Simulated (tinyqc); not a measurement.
Worked calculation (part 1 of 2): RKS/BP86 in the sto-6g basis, for BeH2, spin multiplicity 1. Computed by tinyqc, a small Python program that keeps every step (integrals from PySCF). Settings: charge = 0, multiplicity = 1, basis = sto-6g, energy threshold = 1e-10, iteration cap = 73, orthogonalisation = symmetric, start = Wolfsberg-Helmholz matrix, DIIS depth = 0, method = RKS, functional = b88,p86, grid = [30, 26]. Command: `OMP_NUM_THREADS=1 python tinyqc.py 24768 24769 out.jsonl` (the two numbers bound the seeds that draw the settings). One thread of a shared host (Intel(R) Xeon(R) Processor @ 2.60GHz), about 1 s of CPU time with the checks. Later iterations appear only in the table of the cycle.

## One-electron integrals

Geometry (angstrom):

| atom | x | y | z |
|---|---|---|---|
| Be | 0.000000 | 0.000000 | 0.000000 |
| H | 0.000000 | 1.435000 | 0.000000 |
| H | 0.000000 | -1.435000 | 0.000000 |

Basis sto-6g: exponents (1/bohr^2) and contraction coefficients of normalised primitives:

| element | l (shell) | exponent | coefficient |
|---|---|---|---|
| Be | s (1) | 312.870494 | 0.009164 |
| Be | s (1) | 57.364463 | 0.049361 |
| Be | s (1) | 16.048509 | 0.168538 |
| Be | s (1) | 5.513096 | 0.370563 |
| Be | s (1) | 2.140897 | 0.416492 |
| Be | s (1) | 0.881739 | 0.130334 |
| Be | s (2) | 13.633247 | -0.013253 |
| Be | s (2) | 2.698375 | -0.046992 |
| Be | s (2) | 0.838653 | -0.033785 |
| Be | s (2) | 0.322660 | 0.250242 |
| Be | s (2) | 0.140131 | 0.595117 |
| Be | s (2) | 0.064233 | 0.240706 |
| Be | p (3) | 13.633247 | 0.003760 |
| Be | p (3) | 2.698375 | 0.037679 |
| Be | p (3) | 0.838653 | 0.173897 |
| Be | p (3) | 0.322660 | 0.418036 |
| Be | p (3) | 0.140131 | 0.425860 |
| Be | p (3) | 0.064233 | 0.101708 |
| H | s (1) | 35.523221 | 0.009164 |
| H | s (1) | 6.513144 | 0.049361 |
| H | s (1) | 1.822143 | 0.168538 |
| H | s (1) | 0.625955 | 0.370563 |
| H | s (1) | 0.243077 | 0.416492 |
| H | s (1) | 0.100112 | 0.130334 |

Overlap, kinetic and nuclear-attraction integrals over the contracted functions; the nuclear repulsion is the sum of Za Zb / Rab.

nuclear repulsion = 3.13449916 hartree

overlap S:
```
           1Be 1s    1Be 2s   1Be 2px    1Be 2py   1Be 2pz     2H 1s      3H 1s
1Be 1s   1.000000  0.254764  0.000000   0.000000  0.000000  0.058398   0.058398
1Be 2s   0.254764  1.000000  0.000000   0.000000  0.000000  0.422991   0.422991
1Be 2px  0.000000  0.000000  1.000000   0.000000  0.000000  0.000000   0.000000
1Be 2py  0.000000  0.000000  0.000000   1.000000  0.000000  0.497015  -0.497015
1Be 2pz  0.000000  0.000000  0.000000   0.000000  1.000000  0.000000   0.000000
2H 1s    0.058398  0.422991  0.000000   0.497015  0.000000  1.000000   0.027380
3H 1s    0.058398  0.422991  0.000000  -0.497015  0.000000  0.027380   1.000000
```

kinetic energy T (hartree):
```
            1Be 1s     1Be 2s   1Be 2px    1Be 2py   1Be 2pz      2H 1s      3H 1s
1Be 1s    6.768753  -0.207382  0.000000   0.000000  0.000000  -0.013779  -0.013779
1Be 2s   -0.207382   0.220121  0.000000   0.000000  0.000000   0.055298   0.055298
1Be 2px   0.000000   0.000000  0.661265   0.000000  0.000000   0.000000   0.000000
1Be 2py   0.000000   0.000000  0.000000   0.661265  0.000000   0.163170  -0.163170
1Be 2pz   0.000000   0.000000  0.000000   0.000000  0.661265   0.000000   0.000000
2H 1s    -0.013779   0.055298  0.000000   0.163170  0.000000   0.768522  -0.006727
3H 1s    -0.013779   0.055298  0.000000  -0.163170  0.000000  -0.006727   0.768522
```

nuclear attraction V (hartree):
```
             1Be 1s     1Be 2s    1Be 2px    1Be 2py    1Be 2pz      2H 1s      3H 1s
1Be 1s   -15.452320  -1.838624   0.000000   0.000000   0.000000  -0.460024  -0.460024
1Be 2s    -1.838624  -3.000818   0.000000   0.000000   0.000000  -1.205909  -1.205909
1Be 2px    0.000000   0.000000  -2.930502   0.000000   0.000000   0.000000   0.000000
1Be 2py    0.000000   0.000000   0.000000  -3.141171   0.000000  -1.389430   1.389430
1Be 2pz    0.000000   0.000000   0.000000   0.000000  -2.930502   0.000000   0.000000
2H 1s     -0.460024  -1.205909   0.000000  -1.389430   0.000000  -2.891272  -0.088184
3H 1s     -0.460024  -1.205909   0.000000   1.389430   0.000000  -0.088184  -2.891272
```

core Hamiltonian H = T + V (hartree):
```
            1Be 1s     1Be 2s    1Be 2px    1Be 2py    1Be 2pz      2H 1s      3H 1s
1Be 1s   -8.683567  -2.046006   0.000000   0.000000   0.000000  -0.473803  -0.473803
1Be 2s   -2.046006  -2.780697   0.000000   0.000000   0.000000  -1.150611  -1.150611
1Be 2px   0.000000   0.000000  -2.269237   0.000000   0.000000   0.000000   0.000000
1Be 2py   0.000000   0.000000   0.000000  -2.479906   0.000000  -1.226260   1.226260
1Be 2pz   0.000000   0.000000   0.000000   0.000000  -2.269237   0.000000   0.000000
2H 1s    -0.473803  -1.150611   0.000000  -1.226260   0.000000  -2.122750  -0.094911
3H 1s    -0.473803  -1.150611   0.000000   1.226260   0.000000  -0.094911  -2.122750
```

## Two-electron integrals

Functions are numbered as in S; the eight-fold symmetry (ij|kl) = (ji|kl) = (kl|ij) leaves the list below.

Two-electron integrals (ij|kl) in chemists' order, unique and non-zero (hartree):
```
(11|11) 2.299996    (21|11) 0.361879    (21|21) 0.071926    (22|11) 0.570332
(22|21) 0.139654    (22|22) 0.417773    (31|31) 0.015252    (32|31) 0.022555
(32|32) 0.092340    (33|11) 0.570332    (33|21) 0.139654    (33|22) 0.417773
(33|33) 0.450117    (41|41) 0.015252    (42|41) 0.022555    (42|42) 0.092340
(43|43) 0.024258    (44|11) 0.570332    (44|21) 0.139654    (44|22) 0.417773
(44|33) 0.401601    (44|44) 0.450117    (51|51) 0.015252    (52|51) 0.022555
(52|52) 0.092340    (53|53) 0.024258    (54|54) 0.024258    (55|11) 0.570332
(55|21) 0.139654    (55|22) 0.417773    (55|33) 0.401601    (55|44) 0.401601
(55|55) 0.450117    (61|11) 0.085312    (61|21) 0.016462    (61|22) 0.031820
(61|33) 0.031558    (61|41) 0.001628    (61|42) 0.003152    (61|44) 0.032345
(61|55) 0.031558    (61|61) 0.003985    (62|11) 0.199962    (62|21) 0.049711
(62|22) 0.161292    (62|33) 0.155269    (62|41) 0.006943    (62|42) 0.040472
(62|44) 0.173339    (62|55) 0.155269    (62|61) 0.012569    (62|62) 0.091908
(63|31) 0.004855    (63|32) 0.021945    (63|43) 0.007068    (63|63) 0.008555
(64|11) 0.213457    (64|21) 0.053751    (64|22) 0.182289    (64|33) 0.171584
(64|41) 0.011246    (64|42) 0.063135    (64|44) 0.203700    (64|55) 0.171584
(64|61) 0.014276    (64|62) 0.118295    (64|64) 0.157380    (65|51) 0.004855
(65|52) 0.021945    (65|54) 0.007068    (65|65) 0.008555    (66|11) 0.366451
(66|21) 0.092970    (66|22) 0.336398    (66|33) 0.312111    (66|41) 0.015447
(66|42) 0.115049    (66|44) 0.384975    (66|55) 0.312111    (66|61) 0.024353
(66|62) 0.242513    (66|64) 0.331596    (66|66) 0.774999    (71|11) 0.085312
(71|21) 0.016462    (71|22) 0.031820    (71|33) 0.031558    (71|41) -0.001628
(71|42) -0.003152   (71|44) 0.032345    (71|55) 0.031558    (71|61) 0.003608
(71|62) 0.010410    (71|64) 0.010808    (71|66) 0.019178    (71|71) 0.003985
(72|11) 0.199962    (72|21) 0.049711    (72|22) 0.161292    (72|33) 0.155269
(72|41) -0.006943   (72|42) -0.040472   (72|44) 0.173339    (72|55) 0.155269
(72|61) 0.010410    (72|62) 0.048248    (72|64) 0.049560    (72|66) 0.093995
(72|71) 0.012569    (72|72) 0.091908    (73|31) 0.004855    (73|32) 0.021945
(73|43) -0.007068   (73|63) 0.003571    (73|73) 0.008555    (74|11) -0.213457
(74|21) -0.053751   (74|22) -0.182289   (74|33) -0.171584   (74|41) 0.011246
(74|42) 0.063135    (74|44) -0.203700   (74|55) -0.171584   (74|61) -0.010808
(74|62) -0.049560   (74|64) -0.048834   (74|66) -0.094987   (74|71) -0.014276
(74|72) -0.118295   (74|74) 0.157380    (75|51) 0.004855    (75|52) 0.021945
(75|54) -0.007068   (75|65) 0.003571    (75|75) 0.008555    (76|11) 0.015961
(76|21) 0.003860    (76|22) 0.011476    (76|33) 0.011254    (76|44) 0.011921
(76|55) 0.011254    (76|61) 0.000886    (76|62) 0.004651    (76|64) 0.005395
(76|66) 0.010280    (76|71) 0.000886    (76|72) 0.004651    (76|74) -0.005395
(76|76) 0.000323    (77|11) 0.366451    (77|21) 0.092970    (77|22) 0.336398
(77|33) 0.312111    (77|41) -0.015447   (77|42) -0.115049   (77|44) 0.384975
(77|55) 0.312111    (77|61) 0.019178    (77|62) 0.093995    (77|64) 0.094987
(77|66) 0.184357    (77|71) 0.024353    (77|72) 0.242513    (77|74) -0.331596
(77|76) 0.010280    (77|77) 0.774999
```

## Orthogonalisation

S = U s U^T; symmetric (Loewdin) form X = U s^(-1/2) U^T, so that X^T S X = 1.

eigenvalues of S: 0.283292  0.387966  0.944956  1.000000  1.000000  1.689328  1.694458

X:
```
            1Be 1s     1Be 2s   1Be 2px    1Be 2py   1Be 2pz      2H 1s      3H 1s
1Be 1s    1.027221  -0.148307  0.000000   0.000000  0.000000   0.017627   0.017627
1Be 2s   -0.148307   1.212054  0.000000   0.000000  0.000000  -0.275496  -0.275496
1Be 2px   0.000000   0.000000  1.000000   0.000000  0.000000   0.000000   0.000000
1Be 2py   0.000000   0.000000  0.000000   1.313295  0.000000  -0.392167   0.392167
1Be 2pz   0.000000   0.000000  0.000000   0.000000  1.000000   0.000000   0.000000
2H 1s     0.017627  -0.275496  0.000000  -0.392167  0.000000   1.249014  -0.085885
3H 1s     0.017627  -0.275496  0.000000   0.392167  0.000000  -0.085885   1.249014
```

## Starting guess

The start is the generalised Wolfsberg-Helmholz matrix (K = 1.75) built on H; D = 2 C_occ C_occ^T.

D at the start:
```
            1Be 1s     1Be 2s   1Be 2px    1Be 2py   1Be 2pz      2H 1s      3H 1s
1Be 1s    2.046941  -0.153946  0.000000   0.000000  0.000000  -0.203470  -0.203470
1Be 2s   -0.153946   0.703720  0.000000   0.000000  0.000000   0.452662   0.452662
1Be 2px   0.000000   0.000000  0.000000   0.000000  0.000000   0.000000   0.000000
1Be 2py   0.000000   0.000000  0.000000   0.753322  0.000000   0.409392  -0.409392
1Be 2pz   0.000000   0.000000  0.000000   0.000000  0.000000   0.000000   0.000000
2H 1s    -0.203470   0.452662  0.000000   0.409392  0.000000   0.519072   0.074106
3H 1s    -0.203470   0.452662  0.000000  -0.409392  0.000000   0.074106   0.519072
```

## Iteration 1: exchange-correlation on the grid

Becke grid with 30 radial and 26 angular points per atom, points of zero weight dropped. rho = sum D_ij phi_i phi_j; V_xc,ij = sum w v_xc phi_i phi_j plus the gradient terms; v_xc is d(rho eps)/d rho at fixed gradient.

The 12 grid points with the largest w rho, of 2302 (bohr, atomic units):

| x | y | z | w | rho | \|grad rho\|^2 | eps_xc | v_xc |
|---|---|---|---|---|---|---|---|
| 0.000000 | -1.550264 | 0.000000 | 0.324223 | 0.111090 | 0.001686 | -0.409636 | -0.534011 |
| 0.000000 | 1.550264 | 0.000000 | 0.324223 | 0.111090 | 0.001686 | -0.409636 | -0.534011 |
| 0.000000 | -1.884523 | 0.000000 | 0.204460 | 0.134055 | 0.010870 | -0.435397 | -0.563824 |
| 0.000000 | 1.884523 | 0.000000 | 0.204460 | 0.134055 | 0.010870 | -0.435397 | -0.563824 |
| 0.000000 | -1.260284 | 0.000000 | 0.240877 | 0.103848 | 0.000072 | -0.400875 | -0.523607 |
| 0.000000 | 1.260284 | 0.000000 | 0.240877 | 0.103848 | 0.000072 | -0.400875 | -0.523607 |
| 0.000000 | -0.345280 | 0.000000 | 0.007858 | 2.541614 | 346.193505 | -1.179688 | -1.317058 |
| 0.000000 | 0.345280 | 0.000000 | 0.007858 | 2.541614 | 346.193505 | -1.179688 | -1.317058 |
| 0.000000 | 0.000000 | 0.345280 | 0.007858 | 2.514028 | 350.119421 | -1.179296 | -1.308993 |
| -0.345280 | 0.000000 | 0.000000 | 0.007858 | 2.514028 | 350.119421 | -1.179296 | -1.308993 |
| 0.345280 | 0.000000 | 0.000000 | 0.007858 | 2.514028 | 350.119421 | -1.179296 | -1.308993 |
| 0.000000 | 0.000000 | -0.345280 | 0.007858 | 2.514028 | 350.119421 | -1.179296 | -1.308993 |

electrons on the grid, sum of w rho = 6.015715

E_xc = sum of w rho eps_xc = -3.57677372 hartree

V_xc (hartree):
```
            1Be 1s     1Be 2s    1Be 2px    1Be 2py    1Be 2pz      2H 1s      3H 1s
1Be 1s   -1.493997  -0.189405   0.000000   0.000000   0.000000  -0.047523  -0.047523
1Be 2s   -0.189405  -0.323635   0.000000   0.000000   0.000000  -0.159390  -0.159390
1Be 2px   0.000000   0.000000  -0.286953   0.000000   0.000000   0.000000   0.000000
1Be 2py   0.000000   0.000000   0.000000  -0.396899   0.000000  -0.200403   0.200403
1Be 2pz   0.000000   0.000000   0.000000   0.000000  -0.286953   0.000000   0.000000
2H 1s    -0.047523  -0.159390   0.000000  -0.200403   0.000000  -0.445622  -0.010471
3H 1s    -0.047523  -0.159390   0.000000   0.200403   0.000000  -0.010471  -0.445622
```

## Iteration 1: building the Kohn-Sham matrix

J_ij = sum D_kl (ij|kl); F = H + J + V_xc; E = tr D H + tr D J / 2 + E_xc + E_nn.

Coulomb J (hartree):
```
           1Be 1s    1Be 2s   1Be 2px    1Be 2py   1Be 2pz     2H 1s      3H 1s
1Be 1s   6.452505  1.183802  0.000000   0.000000  0.000000  0.277298   0.277298
1Be 2s   1.183802  2.648738  0.000000   0.000000  0.000000  1.068422   1.068422
1Be 2px  0.000000  0.000000  2.583086   0.000000  0.000000  0.000000   0.000000
1Be 2py  0.000000  0.000000  0.000000   2.780046  0.000000  1.234944  -1.234944
1Be 2pz  0.000000  0.000000  0.000000   0.000000  2.583086  0.000000   0.000000
2H 1s    0.277298  1.068422  0.000000   1.234944  0.000000  2.383931   0.075796
3H 1s    0.277298  1.068422  0.000000  -1.234944  0.000000  0.075796   2.383931
```

Kohn-Sham matrix F (hartree):
```
            1Be 1s     1Be 2s   1Be 2px    1Be 2py   1Be 2pz      2H 1s      3H 1s
1Be 1s   -3.725059  -1.051608  0.000000   0.000000  0.000000  -0.244028  -0.244028
1Be 2s   -1.051608  -0.455594  0.000000   0.000000  0.000000  -0.241579  -0.241579
1Be 2px   0.000000   0.000000  0.026896   0.000000  0.000000   0.000000   0.000000
1Be 2py   0.000000   0.000000  0.000000  -0.096758  0.000000  -0.191719   0.191719
1Be 2pz   0.000000   0.000000  0.000000   0.000000  0.026896   0.000000   0.000000
2H 1s    -0.244028  -0.241579  0.000000  -0.191719  0.000000  -0.184441  -0.029586
3H 1s    -0.244028  -0.241579  0.000000   0.191719  0.000000  -0.029586  -0.184441
```

total energy of this density = -15.82622711 hartree

## Iteration 1: diagonalisation and new density

Diagonalise F' = X^T F X, C = X C', fill 3 alpha and 3 beta electrons from the bottom; D = 2 C_occ C_occ^T. Each column has its largest component positive (the first on a tie).

F' = X^T F X (hartree):
```
           1          2         3          4         5          6          7
1  -3.635511  -0.571637  0.000000   0.000000  0.000000  -0.037796  -0.037796
2  -0.571637  -0.122869  0.000000   0.000000  0.000000  -0.167761  -0.167761
3   0.000000   0.000000  0.026896   0.000000  0.000000   0.000000   0.000000
4   0.000000   0.000000  0.000000   0.180450  0.000000  -0.264176   0.264176
5   0.000000   0.000000  0.000000   0.000000  0.026896   0.000000   0.000000
6  -0.037796  -0.167761  0.000000  -0.264176  0.000000   0.022396  -0.073360
7  -0.037796  -0.167761  0.000000   0.264176  0.000000  -0.073360   0.022396
```

orbital energies (hartree): MO1 -3.728405, MO2 -0.266499, MO3 -0.237891, MO4 0.026896, MO5 0.026896, MO6 0.185560, MO7 0.514097

coefficients C:
```
               MO1        MO2        MO3        MO4       MO5        MO6        MO7
1Be 1s    0.991148  -0.213966   0.000000   0.000000  0.000000  -0.222810   0.000000
1Be 2s    0.035685   0.565693   0.000000   0.000000  0.000000   1.149601   0.000000
1Be 2px   0.000000   0.000000   0.000000  -0.016193  0.999869   0.000000   0.000000
1Be 2py   0.000000   0.000000   0.461121   0.000000  0.000000   0.000000   1.348963
1Be 2pz   0.000000   0.000000   0.000000   0.999869  0.016193   0.000000   0.000000
2H 1s    -0.005971   0.401668   0.442812   0.000000  0.000000  -0.768942  -0.921244
3H 1s    -0.005971   0.401668  -0.442812   0.000000  0.000000  -0.768942   0.921244
```

D after iteration 1:
```
            1Be 1s     1Be 2s   1Be 2px    1Be 2py   1Be 2pz      2H 1s      3H 1s
1Be 1s    2.056312  -0.171339  0.000000   0.000000  0.000000  -0.183723  -0.183723
1Be 2s   -0.171339   0.642564  0.000000   0.000000  0.000000   0.454015   0.454015
1Be 2px   0.000000   0.000000  0.000000   0.000000  0.000000   0.000000   0.000000
1Be 2py   0.000000   0.000000  0.000000   0.425265  0.000000   0.408379  -0.408379
1Be 2pz   0.000000   0.000000  0.000000   0.000000  0.000000   0.000000   0.000000
2H 1s    -0.183723   0.454015  0.000000   0.408379  0.000000   0.714910  -0.069418
3H 1s    -0.183723   0.454015  0.000000  -0.408379  0.000000  -0.069418   0.714910
```

Within a degenerate level the vectors are fixed only up to a rotation; this is one choice.

## Iteration 2: exchange-correlation on the grid

As before.

The 12 grid points with the largest w rho, of 2302 (bohr, atomic units):

| x | y | z | w | rho | \|grad rho\|^2 | eps_xc | v_xc |
|---|---|---|---|---|---|---|---|
| 0.000000 | -1.550264 | 0.000000 | 0.324223 | 0.102390 | 0.005327 | -0.400851 | -0.518845 |
| 0.000000 | 1.550264 | 0.000000 | 0.324223 | 0.102390 | 0.005327 | -0.400851 | -0.518845 |
| 0.000000 | -1.884523 | 0.000000 | 0.204460 | 0.138763 | 0.023960 | -0.442132 | -0.567048 |
| 0.000000 | 1.884523 | 0.000000 | 0.204460 | 0.138763 | 0.023960 | -0.442132 | -0.567048 |
| 0.000000 | -1.260284 | 0.000000 | 0.240877 | 0.087406 | 0.000914 | -0.380654 | -0.495945 |
| 0.000000 | 1.260284 | 0.000000 | 0.240877 | 0.087406 | 0.000914 | -0.380654 | -0.495945 |
| 0.000000 | -0.345280 | 0.000000 | 0.007858 | 2.539956 | 350.952792 | -1.180878 | -1.315416 |
| 0.000000 | 0.345280 | 0.000000 | 0.007858 | 2.539956 | 350.952792 | -1.180878 | -1.315416 |
| 0.000000 | 0.000000 | 0.345280 | 0.007858 | 2.523278 | 353.521162 | -1.180701 | -1.310495 |
| 0.000000 | 0.000000 | -0.345280 | 0.007858 | 2.523278 | 353.521162 | -1.180701 | -1.310495 |
| 0.345280 | 0.000000 | 0.000000 | 0.007858 | 2.523278 | 353.521162 | -1.180701 | -1.310495 |
| -0.345280 | 0.000000 | 0.000000 | 0.007858 | 2.523278 | 353.521162 | -1.180701 | -1.310495 |

electrons on the grid, sum of w rho = 6.008537

E_xc = sum of w rho eps_xc = -3.61467709 hartree

V_xc (hartree):
```
            1Be 1s     1Be 2s    1Be 2px    1Be 2py    1Be 2pz      2H 1s      3H 1s
1Be 1s   -1.493447  -0.186987   0.000000   0.000000   0.000000  -0.046922  -0.046922
1Be 2s   -0.186987  -0.314154   0.000000   0.000000   0.000000  -0.158992  -0.158992
1Be 2px   0.000000   0.000000  -0.278031   0.000000   0.000000   0.000000   0.000000
1Be 2py   0.000000   0.000000   0.000000  -0.386312   0.000000  -0.201829   0.201829
1Be 2pz   0.000000   0.000000   0.000000   0.000000  -0.278031   0.000000   0.000000
2H 1s    -0.046922  -0.158992   0.000000  -0.201829   0.000000  -0.461304  -0.010291
3H 1s    -0.046922  -0.158992   0.000000   0.201829   0.000000  -0.010291  -0.461304
```

## Iteration 2: building the Kohn-Sham matrix

As before.

Coulomb J (hartree):
```
           1Be 1s    1Be 2s   1Be 2px    1Be 2py   1Be 2pz     2H 1s      3H 1s
1Be 1s   6.385393  1.166994  0.000000   0.000000  0.000000  0.273550   0.273550
1Be 2s   1.166994  2.617734  0.000000   0.000000  0.000000  1.067350   1.067350
1Be 2px  0.000000  0.000000  2.547929   0.000000  0.000000  0.000000   0.000000
1Be 2py  0.000000  0.000000  0.000000   2.757350  0.000000  1.240120  -1.240120
1Be 2pz  0.000000  0.000000  0.000000   0.000000  2.547929  0.000000   0.000000
2H 1s    0.273550  1.067350  0.000000   1.240120  0.000000  2.423957   0.075205
3H 1s    0.273550  1.067350  0.000000  -1.240120  0.000000  0.075205   2.423957
```

Kohn-Sham matrix F (hartree):
```
            1Be 1s     1Be 2s   1Be 2px    1Be 2py   1Be 2pz      2H 1s      3H 1s
1Be 1s   -3.791621  -1.065999  0.000000   0.000000  0.000000  -0.247175  -0.247175
1Be 2s   -1.065999  -0.477116  0.000000   0.000000  0.000000  -0.242252  -0.242252
1Be 2px   0.000000   0.000000  0.000661   0.000000  0.000000   0.000000   0.000000
1Be 2py   0.000000   0.000000  0.000000  -0.108867  0.000000  -0.187968   0.187968
1Be 2pz   0.000000   0.000000  0.000000   0.000000  0.000661   0.000000   0.000000
2H 1s    -0.247175  -0.242252  0.000000  -0.187968  0.000000  -0.160096  -0.029997
3H 1s    -0.247175  -0.242252  0.000000   0.187968  0.000000  -0.029997  -0.160096
```

total energy of this density = -15.84124392 hartree
